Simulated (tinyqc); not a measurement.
# Worked calculation: threshold-voltage variability of a planar MOSFET, analytic estimates

Program tinyqc, `OMP_NUM_THREADS=1 python tinyqc.py 2090009 2090010 out.jsonl`; Intel Xeon 2.30GHz, shared host, one thread, about 0.01 s. Printed values are rounded.

Three independent sources add in quadrature: random dopants in the depleted layer, metal-gate grains of two orientations, and roughness of the two gate edges acting through the roll-off VT = VT(long) - Vr exp(-L/l). These are first-order estimates: no three-dimensional electrostatics, no percolation.

Inputs (values chosen for the exercise); material values close to those of silicon:
- T = 300 K (temperature)
- Eg = 1.11 eV (band gap)
- eps_r = 11.5 (relative permittivity of the semiconductor)
- Nc = 2.76e19 cm^-3 (conduction-band density of states at T)
- Nv = 2.69e19 cm^-3 (valence-band density of states at T)
- Na = 2.9e18 cm^-3 (channel doping)
- ti = 1.5 nm (oxide-equivalent thickness in inversion)
- L = 25 nm (gate length)
- W = 56 nm (gate width)
- G = 15 nm (metal grain size)
- dW = 0.1 eV (work-function difference of the two grain orientations)
- p = 0.6 (share of the orientation of higher work function)
- De = 1.8 nm (rms roughness of one gate edge)
- La = 15 nm (correlation length of the roughness)
- l = 4.5 nm (decay length of the threshold roll-off)
- Vr = 2.5 V (prefactor of the roll-off)
- n = 1.31 (subthreshold factor)
- gI = 15 1/V (gm/I of a matched pair)
- sb = 0.9 % (spread of the gain factor of one device)
- Nb = 8388608 (number of cells)
- Y = 0.955 (wanted yield)

Constants: q = 1.602176634e-19 C, kB = 1.380649e-23 J/K, Vt = kB T/q, eps0 = 8.8541878128e-14 F/cm where lengths are in cm. Results are converted to the units shown.

Range of the model: gI s exceeds 0.2, so the linear formula for the current mismatch is only a rough guide.

## Random dopants

ni = sqrt(Nc Nv) exp(-Eg/(2 Vt)), Eg in volts; Cox = 3.9 eps0/ti; Wd = sqrt(4 eps0 eps_r Vt ln(Na/ni)/(q Na)); dopants: s1 = (q/Cox) sqrt(Na Wd/(3 L W)). The slope A1 = s1 sqrt(L W); mean number of dopants Na L W Wd.

Cox = 2.30209 uF/cm^2
Wd = 20.8744 nm
mean number of dopants = 84.7501
A1 = 0.988630 mV um
s1 = 26.4223 mV

Counting alone, 1/sqrt(N) of the depletion voltage q Na Wd/Cox = 421 mV, would give sqrt(3) times more: dopants deep in the layer act less on the surface.

## Metal grains and edge roughness

Grains: Ng = L W/G^2 (at least 1), s2 = dW sqrt(p (1 - p)/Ng). Edges, with exponential correlation and u = W/La: the mean gate length has sL^2 = 2 De^2 (2/u)[1 - (1 - exp(-u))/u]; s3 = sL (Vr/l) exp(-L/l).

Ng = 6.22222
s2 = 19.6396 mV
sL = 1.60119 nm
dVT/dL = 2.14773 mV/nm
s3 = 3.43893 mV

## Total spread, mismatch and leakage

s = sqrt(s1^2 + s2^2 + s3^2). For a pair: s(dVT) = sqrt(2) s; current mismatch sqrt(2) sqrt((gI s)^2 + sb^2); input offset = current mismatch/gI. For a Gaussian VT the off current is log-normal with mean/median = exp(s^2/(2 (n Vt)^2)).

s = 33.1010 mV
s(dVT) = 46.8119 mV
current mismatch = 70.2294 %
input offset = 46.8196 mV
mean/median of Ioff = 1.61230

The dopants give 63.7 % of the variance; without them s would be 19.9 mV. A current mismatch this large is beyond the linear estimate.

## Iteration 1: margin in standard deviations for the wanted yield

k at the start = 3

Cells fail independently with probability Q(k) = erfc(k/sqrt(2))/2 when the margin is k standard deviations, and Y = exp(-Nb Q(k)). phi = exp(-k^2/2)/sqrt(2 pi). Newton steps on ln Q(k) = ln(-ln(Y)/Nb): k(new) = k + [ln Q - ln(-ln(Y)/Nb)] Q/phi.

Q(k) = 0.00134990
phi = 0.00443185
k after iteration 1 = 6.78082

## Iteration 2: margin in standard deviations for the wanted yield

As before.

Q(k) = 5.97462e-12
phi = 4.13592e-11
k after iteration 2 = 5.79520

## Course of the iteration: margin in standard deviations for the wanted yield

Stop when k changes by less than 1e-9, or after 30 iterations.

Course of the iteration:
```
iteration        k  |change|
1          6.78082      3.78
2          5.79520     0.986
3          5.71541    0.0798
4          5.71489   5.27e-4
5          5.71489   2.30e-8
6          5.71489         0
```

Converged in 6 iterations. At the end the number of correct digits about doubles with each step. With s(dVT) = 46.8 mV, 5.71 standard deviations are 268 mV.
